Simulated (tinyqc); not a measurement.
Strain and the order of the valence edges: six-band k.p model of the valence band of a wurtzite crystal.

At k = 0: E1 = D1c + D2c + Te + Le (pure HH); E2, E3 = Le + u +/- sqrt(u^2 + 2 D3c^2), u = (D1c - D2c + Te)/2, D1c = Dcr, D2c = D3c = Dso/3. The weight of LH in state 2 is fL = (E2 - Le)^2/((E2 - Le)^2 + 2 D3c^2). Relative strengths of transitions to the conduction band: for E perpendicular to c (TE) 1/2, fL/2, (1 - fL)/2; for E along c (TM) 0, 1 - fL, fL, with one momentum element for both directions.

Strain of a c-plane layer: exx = eyy = e_par, ezz = -2 (C13/C33) e_par; Le = D1 ezz + D2 (exx + eyy), Te = D3 ezz + D4 (exx + eyy).

Conduction edge: Ec = (top of the unstrained valence band) + Eg + (a1 + D1) ezz + (a2 + D2)(exx + eyy).
Constants: kB = 8.617333262e-05 eV/K.

Inputs chosen for the exercise (near those of AlN; not measured data):
```
symbol  value    unit  meaning
Dcr     -0.1466  eV    crystal-field splitting
Dso     0.0197   eV    spin-orbit splitting
Eg      6.265    eV    direct gap at Gamma from the top of the unstrained valence band
a1      -3.25    eV    gap potential along c
a2      -11.44   eV    gap potential in the plane
D1      -16.84   eV
D2      8.06     eV
D3      8.36     eV
D4      -4.01    eV
C13     106      GPa
C33     384      GPa
T       300      K     temperature
```

Edges from the unstrained top. Degree of polarisation (TE - TM)/(TE + TM), each state weighted by exp(E/kT) alone (equal densities of states).

Results:
```
e_par (%)  E1 (meV)  E2 (meV)  E3 (meV)     fL  lowest transition (eV)  polarisation
-1.20        -294.0    -297.0    -315.7  0.459                  6.5070         0.094
-0.90        -255.6    -227.2    -270.8  0.048                  6.4533        -0.550
-0.60        -217.3    -152.0    -231.5  0.014                  6.3910        -0.868
-0.30        -178.9     -76.1    -192.8  0.006                  6.3281        -0.964
0.30         -102.2      76.1    -115.8  0.002                  6.2019        -0.996
0.60          -63.9     152.3     -77.4  0.002                  6.1387        -0.998
0.90          -25.6     228.5     -39.0  0.001                  6.0755        -0.999
1.20           12.8     304.7      -0.6  0.001                  6.0122        -0.999
```

Give the missing row, e_par (%) = 0.00.

Computed row:
```
e_par (%)  E1 (meV)  E2 (meV)  E3 (meV)     fL  lowest transition (eV)  polarisation
0.00         -140.6       0.0    -154.3  0.004                  6.2650        -0.989
```

E1 = E2 requires Dcr + Te = 0, which here falls at e_par = -1.16 %, inside the sweep: state 1 is on top for smaller e_par and state 2 beyond. The polarisation goes from +0.09 to -1.00 and changes sign between -1.20 and -0.90 %; the lowest transition moves by -206 meV per 1 % on average.

Run: tinyqc, `OMP_NUM_THREADS=1 python tinyqc.py 1080780 1080781 out.jsonl`; Intel(R) Xeon(R) Processor @ 2.30GHz, one thread, shared host; about 0.01 s of CPU time with all checks.
